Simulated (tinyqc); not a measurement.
Inside a calculation. Model: concentration-dependent dopant diffusion with charged defects and the built-in field. Computed by tinyqc, a small Python program that keeps every step. Command: `OMP_NUM_THREADS=1 python tinyqc.py 3001136 3001137 out.jsonl extrinsic walk`. One thread of a shared host (Intel(R) Xeon(R) Processor @ 2.30GHz), about 0.06 s of CPU time with the checks. Intermediate numbers are printed to about 7 digits and carried at full precision; extremes and crossings named in words are read from the listed rows.

A constant source C_s feeds a half space. The dopant moves through neutral point defects and through charged ones, whose number grows with the majority carrier density n.

Inputs (values chosen for the exercise, modelled on antimony in silicon):

| quantity | value | unit |
|---|---|---|
| neutral prefactor D0x | 0.216 | cm^2/s |
| neutral activation energy E0 | 3.64 | eV |
| singly charged prefactor D01 | 15.1 | cm^2/s |
| activation energy E1 | 4.08 | eV |
| surface concentration C_s | 4.7e+19 | 1/cm^3 |
| junction level C_B | 6.6e+15 | 1/cm^3 |
| temperature T | 1100 | C |
| time t | 180 | s |

Field enhancement: on.

Constants: k_B = 8.617333262e-05 eV/K.

## Intrinsic density and partial diffusivities

n_i = 3.87e16 T^1.5 exp(-7014/T) per cm^3 (T in kelvin, an empirical form); each D = prefactor x exp(-E/(k_B T)); the intrinsic diffusivity D_i is their sum. Temperatures in kelvin are T(C) + 273.15.

n_i = 1.191043e+19 1/cm^3

partial diffusivities (cm^2/s): Dx 9.436515e-15, D1 1.601154e-14

intrinsic diffusivity D_i = 2.544805e-14 cm^2/s

## Diffusivity at the surface

n = C/2 + sqrt(C^2/4 + n_i^2); D(C) = h [Dx + D1 (n/n_i)], h = 1 + C/sqrt(C^2 + 4 n_i^2).

n/n_i = 4.185065

field factor h = 1.891978

surface diffusivity D_s = 1.446338e-13 cm^2/s

enhancement D_s/D_i = 5.683494

C_s is 3.95 times n_i: diffusion is extrinsic near the surface. At such a C_s dopants can cluster or exceed their solubility, which the model leaves out.

## Similarity solution

With y = x/sqrt(D_s t), u = C/C_s and q = -(D/D_s) du/dy: du/dy = -q D_s/D, dq/dy = -(y/2) q D_s/D, u(0) = 1. The surface flux q(0) is shot so that u tends to 0 (LSODA, an adaptive multistep solver, relative tolerance 1e-10). Dose Q = 2 q(0) C_s sqrt(D_s t). The junction lies where C = C_B.

surface flux q(0) = 0.4630365

dose Q = 2.220825e+14 1/cm^2

junction in units of sqrt(D_s t) = 2.685110

junction depth x_j = 137.0040 nm

For a constant D, q(0) = 1/sqrt(pi) = 0.5642; for D proportional to C it tends to 0.444, with the front at y = 1.616. Caution: at such concentrations dopants can cluster or exceed their solubility; the active fraction and the diffusivity then fall below the model.

## Where the concentration falls to given levels

For comparison, erfc profiles with a constant D: x = 2 sqrt(D t) erfc^-1(C/C_s), with D = D_i and D = D_s.

Depth (nm):

| C/C_s | D/D_s | full | erfc with D_i | erfc with D_s |
|---|---|---|---|---|
| 8.00e-01 | 0.8243066 | 20.3963 | 7.6682 | 18.2811 |
| 5.00e-01 | 0.5616982 | 46.8918 | 20.4152 | 48.6700 |
| 2.00e-01 | 0.3116102 | 72.4577 | 38.7895 | 92.4746 |
| 1.00e-01 | 0.2386252 | 83.3273 | 49.7858 | 118.6898 |
| 3.00e-02 | 0.1934898 | 96.6421 | 65.6835 | 156.5900 |
| 1.00e-02 | 0.1816683 | 106.3745 | 77.9643 | 185.8674 |
| 1.00e-03 | 0.1765143 | 123.8437 | 99.5965 | 237.4388 |
| 1.00e-04 | 0.1760047 | 139.1619 | 117.7590 | 280.7384 |

The depth between C/C_s = 0.1 and 1e-4 spans 55.8 nm in the full profile, against 68.0 nm for D_i and 162 nm for D_s; the ratio of the depths at 1e-4 and at 0.5 is 2.97, against 5.77 for any erfc. The profile is box-like: fast diffusion in the heavily doped part feeds a front that moves slowly where D drops to D_i. Caution: at such a C_s dopants can cluster or exceed their solubility, which the model leaves out.

Checks made by the program: dose from the flux against the area under the profile (relative difference 7e-08).
